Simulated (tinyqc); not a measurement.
X-ray photoelectron analysis of a thin oxide on a semiconductor: attenuation lengths, thickness, angle series and band offsets: one step, computed by the program tinyqc.

The same element is seen in the oxide and in the substrate, at nearly the same kinetic energy; films are flat and uniform, and the work function is ignored.

Question. Band offsets by core levels. Valence band offset = (E_core - E_v)(substrate) - (E_core - E_v)(oxide) + (core level separation at the interface, oxide less substrate). The separation is made here from the given offset; a uniform field F that raises the binding energy towards the surface shifts the oxide peak by e F <z>, <z> = d/(1 - exp(-x)) - d/x, x = d/(L_o cos theta), being the mean distance from the interface. Conduction band offset = oxide gap - substrate gap - valence band offset.

Inputs (values chosen for the exercise, modelled on SiO2 on silicon):
```
quantity,value,unit
oxide gap,8.99,eV
substrate gap,1.12,eV
oxide thickness d,2.5,nm
emission angle from the normal,60,degrees
valence band offset used to make the data,4.55,eV
"core level less valence band top, substrate",98.77,eV
"core level less valence band top, thick oxide",98.41,eV
field in the oxide,0.43,MV/cm
```

d/(L_o cos theta) = 1.342457

Give: separation without field; <z>; separation with field; apparent valence band offset; true conduction band offset; apparent conduction band offset.

Answer.

separation without field = 4.19 eV

<z> = 1.522 nm

separation with field = 4.255 eV

apparent valence band offset = 4.615 eV

true conduction band offset = 3.32 eV

apparent conduction band offset = 3.255 eV

The field biases both offsets by 0.065 eV, in opposite directions. Caution: beyond about 60 degrees elastic scattering and roughness make a single attenuation length unreliable.
